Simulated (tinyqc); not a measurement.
Inside a calculation. Method: Born-Oppenheimer dynamics on the UHF/3-21g surface (energies and gradients from PySCF), for H2-, spin multiplicity 2. The basis has no diffuse functions, so it cannot describe the extra electron: this is an exercise in the method, not the real anion. Computed by tinyqc, a small Python program that keeps every step (integrals from PySCF). Settings: charge = -1, multiplicity = 2, basis = 3-21g, time step (fs) = 0.5, steps = 24. Command: `OMP_NUM_THREADS=1 python tinyqc.py 20603 20604 out.jsonl` (the two numbers bound the seeds that draw the settings). One thread of a shared host (Intel(R) Xeon(R) Processor @ 2.60GHz), about 1 s of CPU time with the checks.

## Velocity Verlet step 1

positions (bohr), order 1H, 2H:
```
[[0.000000, 0.000000, 0.000000],
 [0.000000, 0.000000, 1.266117]]
```

velocities (bohr per atomic time unit), order 1H, 2H:
```
[[0.000082000, -0.000118500, 0.000128000],
 [-0.000082000, 0.000118500, -0.000128000]]
```

gradient (hartree/bohr), order 1H, 2H:
```
[[0.00000000, 0.00000000, 0.21461320],
 [0.00000000, 0.00000000, -0.21461320]]
```

masses (electron masses): [1837.152588, 1837.152588]

gradient after step 1 (hartree/bohr), order 1H, 2H:
```
[[-0.00049181, 0.00071072, 0.19015613],
 [0.00049181, -0.00071072, -0.19015613]]
```

dt = 0.5 fs = 20.6707 atomic units; x' = x + v dt - g dt^2 / (2m); after the new gradient g', v' = v - (g + g') dt / (2m).

positions after step 1 (bohr), order 1H, 2H:
```
[[0.001695, -0.002449, -0.022311],
 [-0.001695, 0.002449, 1.288428]]
```

velocities after step 1 (bohr per atomic time unit), order 1H, 2H:
```
[[0.000084767, -0.000122498, -0.002149127],
 [-0.000084767, 0.000122498, 0.002149127]]
```

## Velocity Verlet step 2

gradient after step 2 (hartree/bohr), order 1H, 2H:
```
[[-0.00065595, 0.00094793, 0.13512634],
 [0.00065595, -0.00094793, -0.13512634]]
```

As before.

positions after step 2 (bohr), order 1H, 2H:
```
[[0.003504, -0.005064, -0.088848],
 [-0.003504, 0.005064, 1.354964]]
```

velocities after step 2 (bohr per atomic time unit), order 1H, 2H:
```
[[0.000091224, -0.000131829, -0.003979082],
 [-0.000091224, 0.000131829, 0.003979082]]
```

## Energy conservation

The total energy should stay constant up to terms of order dt^2; the step counts as short enough if it moves by less than 2 % of the largest kinetic energy.

Trajectory:
```
time (fs)  1H-2H (angstrom)  potential (hartree)  kinetic (hartree)  total (hartree)
0.000000           0.670000          -0.84141317         0.00006825      -0.84134492
0.500000           0.693620          -0.85043329         0.00852611      -0.84190718
1.000000           0.764060          -0.87182514         0.02913502      -0.84269012
1.500000           0.867773          -0.89300840         0.05014309      -0.84286532
2.000000           0.992593          -0.90892306         0.06616760      -0.84275546
2.500000           1.130320          -0.91953154         0.07689495      -0.84263659
3.000000           1.275637          -0.92583940         0.08329969      -0.84253971
3.500000           1.424923          -0.92887168         0.08641766      -0.84245403
4.000000           1.575708          -0.92959992         0.08721429      -0.84238563
4.500000           1.726377          -0.92883295         0.08649417      -0.84233878
5.000000           1.875916          -0.92714295         0.08483275      -0.84231020
5.500000           2.023689          -0.92488789         0.08259418      -0.84229371
6.000000           2.169280          -0.92227874         0.07999496      -0.84228378
6.500000           2.312401          -0.91944441         0.07716776      -0.84227665
7.000000           2.452845          -0.91647704         0.07420675      -0.84227029
7.500000           2.590472          -0.91345680         0.07119280      -0.84226400
8.000000           2.725211          -0.91046063         0.06820271      -0.84225792
8.500000           2.857058          -0.90756098         0.06530844      -0.84225254
9.000000           2.986079          -0.90482048         0.06257219      -0.84224830
9.500000           3.112403          -0.90228712         0.06004170      -0.84224542
10.000000          3.236208          -0.89999189         0.05774800      -0.84224389
10.500000          3.357708          -0.89794945         0.05570593      -0.84224352
11.000000          3.477136          -0.89616062         0.05391657      -0.84224405
11.500000          3.594735          -0.89461581         0.05237062      -0.84224519
12.000000          3.710741          -0.89329843         0.05105171      -0.84224673
```

The total energy moves within 1.5e-03 hartree, under 2 % of the largest kinetic energy.
